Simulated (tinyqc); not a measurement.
# Metal gate on a two-layer dielectric stack with fixed charge and a dipole, step by step

Computed by the program tinyqc: `OMP_NUM_THREADS=1 python tinyqc.py 2010065 2010066 out.jsonl`, one thread of a shared Intel Xeon 2.30GHz, about 0.01 s for the whole run. Printed values are rounded.

Gate, layer 2, layer 1, p-type semiconductor; x runs from the gate inwards. Charges are counted in units of +q. psi is the band bending at the surface, positive towards inversion. Classical charge, Boltzmann statistics, no interface traps.

Parameters, values chosen for the exercise; band and dielectric values close to those of silicon, layer 1 close to silicon dioxide, layer 2 close to hafnium oxide:
- T = 300 K (temperature)
- Eg = 1.14 eV (band gap)
- eps_r = 11.8 (relative permittivity)
- Nc = 2.78e19 cm^-3 (conduction-band density of states at T)
- Nv = 2.68e19 cm^-3 (valence-band density of states at T)
- chi = 4.08 eV (electron affinity)
- Na = 7.4e16 cm^-3 (acceptor density)
- pM = 4.2 eV (work function of the gate metal)
- t1 = 0.6 nm (thickness of layer 1, next to the semiconductor)
- e1 = 3.83 (relative permittivity of layer 1)
- t2 = 5.6 nm (thickness of layer 2, next to the gate)
- e2 = 21.5 (relative permittivity of layer 2)
- Q1 = 3.3e11 cm^-2 (fixed charge at the semiconductor interface)
- Q2 = 3.1e11 cm^-2 (fixed charge between the layers)
- r1 = 1.8e18 cm^-3 (uniform charge density in layer 1)
- r2 = 0 cm^-3 (uniform charge density in layer 2)
- Vd = 0.28 V (flat-band shift by a dipole layer between the layers)
- ps = 0.924 V (band bending psi of the working point)

Constants: q = 1.602176634e-19 C, kB = 1.380649e-23 J/K, Vt = kB T/q, eps0 = 8.8541878128e-14 F/cm where lengths are in cm. Results are converted to the units shown.

## Equivalent thickness and work-function difference

EOT = 3.9 (t1/e1 + t2/e2), Cox = eps0/(t1/e1 + t2/e2); phi_ms = pM - (chi + Eg - Vt ln(Nv/Na)).

EOT = 1.626780 nm
Cox = 2.122680 uF/cm^2
share of layer 1 in the EOT = 37.55677 %
phi_ms = -0.8676776 V

## Flat-band voltage, term by term

EOT = 3.9 (t1/e1 + t2/e2), Cox = eps0/(t1/e1 + t2/e2); phi_ms = pM - (chi + Eg - Vt ln(Nv/Na)). Vfb = phi_ms + Vd - (q/eps0) [Q1 (t1/e1 + t2/e2) + Q2 t2/e2 + r1 (t1^2/(2 e1) + t1 t2/e2) + r2 t2^2/(2 e2)]: each charge counts with its electrical distance from the gate.

terms (V): phi_ms -0.8676776, dipole 0.2800000, Q1 -0.0249081, Q2 -0.0146108, r1 -0.0066210, r2 0.0000000
Vfb = -0.6338174 V

Apart from phi_ms the largest term is that of dipole, 280 mV; all charges and the dipole together move Vfb by 234 mV.

## Threshold voltage

ni = sqrt(Nc Nv) exp(-Eg/(2 Vt)), Eg in volts, pB = Vt ln(Na/ni), Vth = Vfb + 2 pB + sqrt(4 q eps0 eps_r Na pB)/Cox.

ni = 7.252893e9 cm^-3
pB = 0.4172041 V
depletion charge = 0.1437774 uC/cm^2
Vth = 0.2683247 V

## Charge in the semiconductor

ni = sqrt(Nc Nv) exp(-Eg/(2 Vt)), Eg in volts. Qs = -sign(psi) sqrt(2 q eps0 eps_r Na Vt [exp(-u) + u - 1 + (ni/Na)^2 (exp(u) - u - 1)]), u = psi/Vt.

Qs = -0.2067426 uC/cm^2

The surface is in strong inversion: psi exceeds 2 Vt ln(Na/ni) = 0.834 V.

## Fields and voltage drops

Gauss: D = -Qs just inside the semiconductor; going towards the gate subtract q Q1, then q r1 t1, q Q2 and q r2 t2. Field = D/(eps0 e); the drop over a layer is its mean field times its thickness; Vg = phi_ms + Vd + psi + both drops.

```
place                        D (uC/cm^2)  field (MV/cm)
layer 2, gate side             0.0868998      0.0456490
layer 2, inner side            0.0868998      0.0456490
layer 1, outer side            0.1365673      0.4027163
layer 1, semiconductor side    0.1538708      0.4537418
semiconductor surface          0.2067426      0.1978788
```

drop over layer 2 = 0.02556347 V
drop over layer 1 = 0.02569374 V
Vg = 0.3875796 V

The same Vg follows from Vfb + psi - Qs/Cox. The largest field, 0.454 MV/cm in size, is at: layer 1, semiconductor side.
